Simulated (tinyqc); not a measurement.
Buckled dimers of a reconstructed (001) surface, two dangling bonds a dimer, step by step. Values are carried at full precision from step to step, so a last printed digit may differ when a step is redone from the rounded ones.

In a dimer one atom moves up by z and the other down by z; the dangling bond of the up atom (more s-like) falls by gm z and that of the down atom rises by gm z. With all dimers tilted alike: H(k) = [[-gm z - 2 ta cos k, -tp - 2 tx cos k], [., gm z - 2 ta cos k]], k along the row in 1/a. Two electrons a dimer fill the lowest N of the 2N levels on the mesh k_j = (j + 1/2) pi/N. Total energy a dimer: W(z) = (2/N) sum of the filled levels + kf z^2. Repulsion between electrons is left out.

Constants: kB = 8.617333262e-05 eV/K.

Inputs chosen for the exercise (of the size met on diamond (001); not measured data):
- tp = 0.96 eV (pi coupling inside a dimer)
- ta = 0.19 eV (coupling between like atoms along the row)
- tx = 0.04 eV (diagonal coupling along the row)
- gm = 1.64 eV/angstrom (shift of a dangling bond with height)
- z = 0.28 angstrom (a trial buckling)
- k = 0.25 pi/a (wave vector along the row)
- kf = 4.8 eV/angstrom^2 (force constant of buckling)
- N = 16 (k points)

## One k point at the trial buckling

Form H, its levels and the weight of the lower one on the up atom, (1 + gm z/sqrt((gm z)^2 + h^2))/2 with h the off-diagonal element; k is given in pi/a.

H (eV):
```
           up     down
up    -0.7279  -1.0166
down  -1.0166   0.1905
```

levels (eV): -1.3842  0.8468

weight on the up atom = 0.7058

## The bands on the mesh

Both levels at each k_j for the trial z, and W(z).

Levels (eV):
```
j   k (pi/a)    lower   upper
0     0.0312  -1.5147  0.7583
1     0.0938  -1.4974  0.7701
2     0.1562  -1.4634  0.7931
3     0.2188  -1.4140  0.8265
4     0.2812  -1.3512  0.8691
5     0.3438  -1.2774  0.9192
6     0.4062  -1.1955  0.9749
7     0.4688  -1.1085  1.0340
8     0.5312  -1.0199  1.0944
9     0.5938  -0.9330  1.1536
10    0.6562  -0.8512  1.2094
11    0.7188  -0.7776  1.2597
12    0.7812  -0.7150  1.3025
13    0.8438  -0.6659  1.3361
14    0.9062  -0.6320  1.3593
15    0.9688  -0.6148  1.3711
```

band energy = -2.1289 eV
elastic energy = 0.3763 eV
W = -1.7526 eV

The lower band is full and the upper empty.

## An isolated dimer

For ta = tx = 0, W = -2 sqrt(tp^2 + (gm z)^2) + kf z^2. It buckles if gm^2/kf > tp; then sqrt(tp^2 + (gm z)^2) = gm^2/kf, the gap is twice that, and the gain is (gm^2/kf - tp)^2 kf/gm^2.

gm^2/kf = 0.5603 eV
buckling z = 0.0000 angstrom
gap = 1.9200 eV
gain = 0.0000 eV

The pi bond is strong enough to keep the dimer flat.

## The row at its minimum

Minimise W over z from 0 to 1 angstrom. Gap: lowest upper level less highest lower level on 201 points from 0 to pi (negative: overlap). Charge moved to the up atom: the mean of gm z/sqrt((gm z)^2 + h^2) over the mesh, valid for a full lower band.

z = 0.0000 angstrom
gain over flat dimers = 0.0000 eV

gap (eV): flat 1.1600, at the minimum 1.1600

charge moved = 0.000 e

The flat row is the minimum.

## Checks

- Buckling of an isolated dimer from the formula against numerical minimisation: both 0.0000.

(tinyqc, `OMP_NUM_THREADS=1 python tinyqc.py 1480931 1480932 out.jsonl`, Intel(R) Xeon(R) Processor @ 2.30GHz, 1 thread, shared host, about 0.02 s.)
